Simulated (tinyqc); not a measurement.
## Trap density from one capacitance

Problem. Traps spread evenly through the insulator exchange electrons with the semiconductor by tunnelling, with tau(x) = t0 exp(2 ka x) at depth x from the interface. The admittance per area Y seen at depth x obeys dY/dx = -Y^2/(i w eps0 eox) + q Nb ln(1 + i w tau)/tau, with Y(0) = i w Cs and w = 2 pi f; the gate sees Y(tox) = G + i w C. Working variable y = Y/(i w), in uF/cm^2. Cox = eps0 eox/tox. Find Nb and G/w.

Parameters, values chosen for the exercise:
- eox = 21.1 (relative permittivity of the insulator)
- tox = 8.4 nm (insulator thickness)
- Cs = 6 uF/cm^2 (semiconductor capacitance in accumulation)
- ka = 5.1 1/nm (decay constant of the wave function in the insulator)
- t0 = 5e-9 s (time constant of a trap at the interface)
- f = 1000 Hz (frequency)

Constants: q = 1.602176634e-19 C, eps0 = 8.8541878128e-14 F/cm where lengths are in cm. Results are converted to the units shown.

C = 1.7289093 uF/cm^2

Answer. C rises steadily with Nb, so one density matches; in practice ka and t0 must come from the frequency dependence.

Nb = 6.60e19 cm^-3 eV^-1
G/w = 0.0174 uF/cm^2

tinyqc, about 0.5 s, one thread, Intel Xeon 2.30GHz (shared host): `OMP_NUM_THREADS=1 python tinyqc.py 2202067 2202068 out.jsonl`
